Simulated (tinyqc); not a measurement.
Two-step dopant diffusion (predeposition and drive-in) with a constant diffusivity: one step, computed by the program tinyqc.

Fick diffusion into a half space x > 0 whose background doping C_B is of the opposite type, so that a junction lies where C = C_B.

Question. Thermal budget of the drive-in. (Dt)2 = D2 t2, t2 in seconds.

Inputs (values chosen for the exercise, modelled on antimony in silicon): predeposition temperature T1 = 850 C; drive-in temperature T2 = 1000 C; drive-in time t2 = 480 min.

Furnace ramps of the drive-in: none.

D2 = 1.607852e-15 cm^2/s

Give: drive-in budget (Dt)2.

Answer.

drive-in budget (Dt)2 = 4.631e-11 cm^2
